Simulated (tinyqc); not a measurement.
Inside a calculation. Model: circular transfer-length structure.

Program tinyqc, `OMP_NUM_THREADS=1 python tinyqc.py 2760058 2760059 out.jsonl`; Intel Xeon 2.30GHz, shared host, one thread, about 0.01 s. Printed values are rounded.

A disc contact of radius r0 and a very wide ring contact from r1 = r0 + sp outwards lie on a thin layer; the metal has no resistance and the sheet resistance under the contacts equals Rsh.

Parameters, values chosen for the exercise:
```
symbol   value      unit                                      meaning
Rsh       2500    ohm/sq  sheet resistance of the semiconductor layer
rc      2.3e-8  ohm cm^2                 specific contact resistivity
r0         0.8        um                  radius of the inner contact
sp        0.92        um                     gap between the contacts
```

## The three parts of the resistance

Transfer length Lt = sqrt(rc/Rsh). R = (Rsh/2 pi) [(Lt/r0) I0(r0/Lt)/I1(r0/Lt) + ln(r1/r0) + (Lt/r1) K0(r1/Lt)/K1(r1/Lt)] with modified Bessel functions; for r0 >> Lt both ratios tend to 1.

Lt = 0.03033150 um
I0/I1 = 1.019518
K0/K1 = 0.9912973
inner contact = 15.38009 ohm
gap = 304.5700 ohm
outer contact = 6.955519 ohm
R = 326.9056 ohm

The contacts make up 6.83 % of R.

## The large-radius form

Transfer length Lt = sqrt(rc/Rsh). R = (Rsh/2 pi) [(Lt/r0) I0(r0/Lt)/I1(r0/Lt) + ln(r1/r0) + (Lt/r1) K0(r1/Lt)/K1(r1/Lt)] with modified Bessel functions; for r0 >> Lt both ratios tend to 1. Large radius: R = (Rsh/2 pi) [Lt (1/r0 + 1/r1) + ln(r1/r0)], and linearised for sp << r0: Rsh (sp + 2 Lt)/(2 pi r0).

large-radius R = 326.6722 ohm
linearised R = 487.7418 ohm

Against the Bessel form the first is 0.071 % below it and the second 49 % above it.
